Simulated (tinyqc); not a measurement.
MOSFET in saturation, small-signal circuit and noise: one step of the calculation.

Bias by the inversion coefficient IC = I/Ispec (charge-based model with velocity saturation; weak inversion below 0.1, strong above 10). Common-source circuit: gm, gds, Cgs, Cgd and Cj at the inner nodes, Rg in series with the gate; quasi-static, no source or drain resistance, no gate-body capacitance, no substrate network, no induced gate noise, so fmax is an upper estimate.

Problem. Noise at the gate. Channel noise Sid = 4 kB T gam n gm with gam = (1/2 + (2/3) qs)/(1 + qs) + gw lc IC, qs = [sqrt(1 + 4 IC) - 1]/2, lc = Ls/L (the last term an empirical rise with velocity saturation); at the gate, white noise Sw = Sid/gm^2 + 4 kB T Rg. Number fluctuation with correlated mobility: S(f) = K/f, K = q^2 Vt lt Nt/(W L Cox^2) (1 + ac mu Cox I/gm)^2, Vt in eV with Nt per eV. Corner fc = K/Sw. Full shot noise would be 2 q I.

Values chosen for this exercise:
```
symbol   value         unit                                   meaning
T          300            K                               temperature
L           65           nm                               gate length
W           80           um                          total gate width
Cox       2.15      uF/cm^2                          gate capacitance
mu         280   cm^2/(V s)                                  mobility
n         1.17                                           slope factor
Ls          25           nm                velocity-saturation length
IC        0.48                                  inversion coefficient
gw        0.15               short-channel excess of the noise factor
Nt      1.4e18  cm^-3 eV^-1                        oxide trap density
lt         0.1           nm          tunnelling length into the oxide
ac           0        V s/C            Coulomb scattering coefficient
```

Constants: q = 1.602176634e-19 C, kB = 1.380649e-23 J/K, Vt = kB T/q. Results are converted to the units shown.

I = 556.18402 uA
gm = 12.839067 mS
Rg = 7.6282051 ohm

Give: gam; Sid; Sid/(2 q I); sqrt(Sw); K; fc.

Solution.

gam = 0.57130
Sid = 1.4218e-22 A^2/Hz
Sid/(2 q I) = 0.79780
sqrt(Sw) = 0.99445 nV/Hz^0.5
K = 3.8651e-11 V^2
fc = 39.084 MHz

The gate resistance gives 13 % of the white noise power.

Computed by the program tinyqc: `OMP_NUM_THREADS=1 python tinyqc.py 2150130 2150131 out.jsonl`, one thread of a shared Intel Xeon 2.30GHz, about 0.01 s for the whole run.
